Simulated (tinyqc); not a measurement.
Plane-wave Kohn-Sham cycle with exchange-only LDA in a layered model solid, step by step. One step of it, computed by the program tinyqc.

Task: Iteration 1: levels at that k. Diagonalise the Hermitian matrix.

H (hartree):
```
           -2         -1         +0         +1         +2
-2   0.102958  -0.065000  -0.005000   0.000000   0.000000
-1  -0.065000  -0.096428  -0.065000  -0.005000   0.000000
+0  -0.005000  -0.065000  -0.150806  -0.065000  -0.005000
+1   0.000000  -0.005000  -0.065000  -0.060176  -0.065000
+2   0.000000   0.000000  -0.005000  -0.065000   0.175462
```

Give: eigenvalues.

Result:

eigenvalues (hartree): -0.2213  -0.0946  -0.0287  0.1230  0.1926
